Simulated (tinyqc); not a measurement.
States in the gap of a film: thin (001) film in sp3s* tight binding with raised dangling bonds.

Planes alternate anion (a), cation (c) along [001], a/4 apart, starting with an anion; zero in-plane momentum; levels counted from the bulk Ev, the lower root of [[Epa, Vxx], [Vxx, Epc]]; no spin-orbit coupling. Block of s, pz, s*: from an anion to the cation above, Vss/2 (s,s), Vsapc/2 (s,z), -Vscpa/2 (z,s), Vxx/2 (z,z), Vxapc/2 (s*,z), -Vpaxc/2 (z,s*); to the cation below the same with the s-z and s*-z signs reversed. Block of u = (px + py)/sqrt2 and v = (px - py)/sqrt2: to the cation above (Vxx + Vxy)/2 for u and (Vxx - Vxy)/2 for v, to the cation below the reverse. Each surface atom has two dangling sp3 hybrids; raising both by dl adds (dl/2) [[1, t], [t, 1]] to its s, pz levels (t = -1 at the bottom face, +1 at the top) and dl to the one of u, v in whose plane the missing bonds lie (v for a bottom anion or a top cation, u for a top anion).

Parameters, chosen for this exercise (out of a larger set: near a published set for Ge, fitted to gaps, whose masses and valley positions are rough; the L valleys, lowest in Ge, lie off zero in-plane momentum and are not seen; not measured data): p = (-5.862, 1.609, -5.862, 1.609, 6.389, 6.389, -6.789, 1.607, 4.902, 5.485, 5.485, 5.218, 5.218) eV (order Esa, Epa, Esc, Epc, Exa, Exc, Vss, Vxx, Vxy, Vsapc, Vscpa, Vxapc, Vpaxc); Nw = 22 (planes in the thicker film).

edges (eV): Gamma 0.92500, Delta 0.80043

Levels between 0 and the lower bulk edge, the largest weight on the two outer planes of both faces among them, and the nearest levels outside, for several shifts dl.

Film of Nw planes:
```
dl (eV)  levels in the gap       at (eV)  surface weight  next above (eV)  next below (eV)
0                        1         0.141            0.36           0.8385          -0.0946
1                        2  0.061, 0.349            0.48           0.8385          -0.0946
2                        2  0.338, 0.598            0.48           0.8387          -0.0946
3                        1         0.568            0.38           0.8156          -0.0946
5                        0             -               -           0.8172          -0.0946
10                       0             -               -           0.8377          -0.0946
30                       0             -               -           0.8380          -0.0946
100                      0             -               -           0.8381          -0.0946
```

Can the levels of the bare film be read as confined subbands?

No: with bare surfaces (dl = 0) 1 level lies in the bulk gap, with up to 36 % of the weight on the four outer planes, two a face, where an even spread gives 18 %; these are dangling-bond states, not subbands. The reruns show the bulk gap clear from dl = 5 eV on, and at dl = 30 eV the next level above lies -0.1 meV from its value at 100 eV. At dl = 5 eV the next level above is more than 20 meV from its value at 100 eV, so the surface still acts on it.

tinyqc: `OMP_NUM_THREADS=1 python tinyqc.py 1480357 1480358 out.jsonl`; about 0.4 s, one thread, shared Intel(R) Xeon(R) Processor @ 2.30GHz.
